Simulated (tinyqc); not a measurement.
What each parameter does: Landau levels of a non-parabolic (Kane) conduction band at kz = 0.

Three-level Kane model: E = (N + 1/2) 2 muB B/m(E) + s g(E) muB B, s = +/-1/2, with 1/m(E) = 1 + (Ep/3)(2/(E + Eg) + 1/(E + Eg + Dso)) and g(E) = 2 - (2 Ep/3)(1/(E + Eg) - 1/(E + Eg + Dso)); E from the band edge, solved self-consistently; remote bands are left out, and so is the confinement energy of a real sheet, which raises m and lowers |g|.

In a field B along z: l = 1/sqrt((e/hbar) B) is the magnetic length, n_B = B/(h/e) the number of states per area in one level, hbar wc = 2 muB B/m for mass m in m0; 1/angstrom^2 = 1e16/cm^2.

Each listed level takes n_B electrons. At zero temperature and without broadening EF sits in the partly filled level.

Constants: e/hbar = 1.519267448e-05 1/(T angstrom^2); h/e = 413566.7697 T angstrom^2; muB = 5.788381798e-05 eV/T.

Parameters, chosen for this exercise (near those of InSb; not measured data): Eg = 0.231 eV (gap); Dso = 0.809 eV (spin-orbit splitting); Ep = 24 eV (Kane energy); B = 12.3 T (magnetic field); n = 1.5 x 1e11/cm^2 (electron sheet density).

The second and third levels from below, nu = n/n_B, and EF.

One parameter was then changed.

Results before and after:
```
case,second level (meV),third level (meV),nu,EF (meV)
base,58.93,106.97,0.50,33.56
changed,58.93,108.82,0.50,34.80
```

Which of these changes was made? (a) B = 10.5 T; (b) n = 1.8 x 1e11/cm^2; (c) Ep = 28.8 eV; (d) Eg = 0.196 eV; (e) Dso = 0.688 eV.

Answer: (e) Dso = 0.688 eV. Of the candidates, run in turn, only this one gives the changed row.

All candidates:
```
case,second level (meV),third level (meV),nu,EF (meV)
base,58.93,106.97,0.50,33.56
B = 10.5 T,51.61,94.31,0.59,29.01
Eg = 0.196 eV,65.37,114.82,0.50,36.82
Dso = 0.688 eV,58.93,108.82,0.50,34.80
Ep = 28.8 eV,68.47,122.92,0.50,39.37
n = 1.8 x 1e11/cm^2,58.93,106.97,0.61,33.56
```

Computed by tinyqc, a small Python program: `OMP_NUM_THREADS=1 python tinyqc.py 1281753 1281754 out.jsonl` (the numbers bound the seed that draws the inputs); one thread of a shared host (Intel(R) Xeon(R) Processor @ 2.30GHz), about 0.1 s for the whole set of steps.
